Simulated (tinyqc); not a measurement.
## Gated graphene, quantum capacitance: effect of the gate voltage

phi is the Fermi level above the Dirac point, in volts; Vg is counted from the gate voltage of charge neutrality. Ideal linear bands, no charge puddles.

N0 = (2/pi)(kB T/(hbar vF))^2; n = N0 F1(phi/Vt), p = N0 F1(-phi/Vt), F1(e) = int_0^infinity u du/(1 + exp(u - e)) = -Li2(-exp(e)); Cq = q d(n - p)/dphi = (q N0/Vt) ln[2 (1 + cosh(phi/Vt))]. Cox = eps0 eox/tox; Vg = phi + q (n - p + Dit phi)/Cox. 1/C_G = 1/Cox + 1/(Cq + q Dit); dphi/dVg = Cox/(Cox + Cq + q Dit).

Inputs (values chosen for the exercise); values close to those of graphene: temperature T = 300 K; relative permittivity of the gate insulator (close to hafnium oxide) eox = 21.9; insulator thickness tox = 3 nm; Fermi velocity vF = 9.85e5 m/s; density of traps Dit = 0 cm^-2 eV^-1.

Constants: q = 1.602176634e-19 C, kB = 1.380649e-23 J/K, hbar = 1.054571817e-34 J s, Vt = kB T/q, eps0 = 8.8541878128e-14 F/cm where lengths are in cm. Results are converted to the units shown.

The same in every row: Cox (uF/cm^2) = 6.464.

Effect of the gate voltage:
```
Vg (V),phi (V),n - p (cm^-2),Cq (uF/cm^2),C_G (uF/cm^2),dphi/dVg,n + p (cm^-2)
-0.3,-0.2117,-3.561e12,5.138,2.863,0.5571,3.561e12
-0.13,-0.1052,-1.001e12,2.574,1.841,0.7152,1.004e12
0.03,0.02625,1.511e11,1.025,0.8846,0.8631,2.187e11
0.2,0.1523,1.923e12,3.700,2.353,0.6360,1.924e12
0.37,0.2493,4.871e12,6.048,3.125,0.5166,4.871e12
0.53,0.3262,8.223e12,7.915,3.558,0.4495,8.223e12
0.7,0.3982,1.217e13,9.663,3.873,0.4008,1.217e13
0.87,0.4632,1.641e13,11.24,4.104,0.3651,1.641e13
1.03,0.5194,2.060e13,12.60,4.273,0.3390,2.060e13
1.2,0.5751,2.521e13,13.95,4.417,0.3166,2.521e13
```

As Vg goes from -0.3 to 1.2, Cq goes from 5.14 through a minimum of 1.02 (at Vg = 0.03 among the rows listed) to 14.0 uF/cm^2, C_G/Cox goes from 0.443 through a minimum of 0.137 (at Vg = 0.03 among the rows listed) to 0.683 and n - p rises from -3.56e12 to 2.52e13 cm^-2. Cq is below Cox for Vg = -0.3, -0.13, 0.03, 0.2, 0.37; there the density of states limits the response dn/dVg more than the insulator does. At neutrality Cq is (q N0/Vt) ln 4 = 0.870 uF/cm^2, and far from it Cq grows as |phi|.

Numbers from tinyqc (`OMP_NUM_THREADS=1 python tinyqc.py 2200019 2200020 out.jsonl`; about 0.01 s on one thread of a shared Intel Xeon 2.30GHz).
